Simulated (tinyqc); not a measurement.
Capture against temperature: configuration-coordinate model of carrier capture at a defect.

Two parabolas of equal curvature k in one coordinate Q: with the carrier free at the band edge, U_f = k Q^2/2; with the carrier trapped, U_t = k (Q - dQ)^2/2 - ET. ER = k dQ^2/2, Huang-Rhys factor S = ER/hw, hw = 0.0646541 sqrt(k/M) eV for k in eV/angstrom^2 and M in u. The curves cross at a height Eb = (ER - ET)^2/(4 ER) above the free minimum.

Multiphonon factor for giving p = ET/hw phonons to the lattice: W = exp(-S (2 nb + 1)) ((nb + 1)/nb)^(p/2) I_p(x), nb = 1/(exp(hw/kT) - 1), x = 2 S sqrt(nb (nb + 1)), I_p the modified Bessel function. Classical limit: W = hw exp(-Eb/kT)/sqrt(4 pi ER kT). At T = 0: exp(-S) S^p/Gamma(p + 1).

Constants: kB = 8.617333262e-05 eV/K.

Parameters, chosen for this exercise (out of a larger set: of the size met at a DX centre in AlGaAs; not measured data):
- ET = 0.06 eV (thermal depth of the level below the band edge)
- ER = 0.94 eV (relaxation energy)
- hw = 0.012 eV (phonon energy of the mode)

The local activation energy is -d ln W/d(1/kT), by central differences with T changed by 1 %.

Against T:
```
T (K)  kT/hw  log10 W  log10 W, classical  activation energy (eV)
40     0.287  -21.404             -27.175                  0.0890
60     0.431  -16.633             -18.613                  0.1388
80     0.574  -13.463             -14.351                  0.1626
120    0.862   -9.836             -10.114                  0.1817
160    1.149   -7.893              -8.014                  0.1879
220    1.580   -6.266              -6.314                  0.1904
300    2.154   -5.104              -5.123                  0.1897
400    2.872   -4.312              -4.321                  0.1868
550    3.950   -3.679              -3.682                  0.1812
```

log10 W at T = 0 = -26.629
Eb = 0.2060 eV

What can be read from this table?

At 40 K log10 W is -21.40, against -26.63 at T = 0 and -27.2 classically; at 550 K the two forms differ by 0.00. The activation energy read from an Arrhenius plot goes from 0.089 eV at 40 K to 0.181 at 550 K, with its largest value 0.190 at 220 K, against Eb = 0.206 eV; the classical form itself gives Eb - kT/2. A measured slope therefore understates the barrier.

Program tinyqc; command `OMP_NUM_THREADS=1 python tinyqc.py 1481218 1481219 out.jsonl`; about 0.01 s on one thread of a shared Intel(R) Xeon(R) Processor @ 2.30GHz.
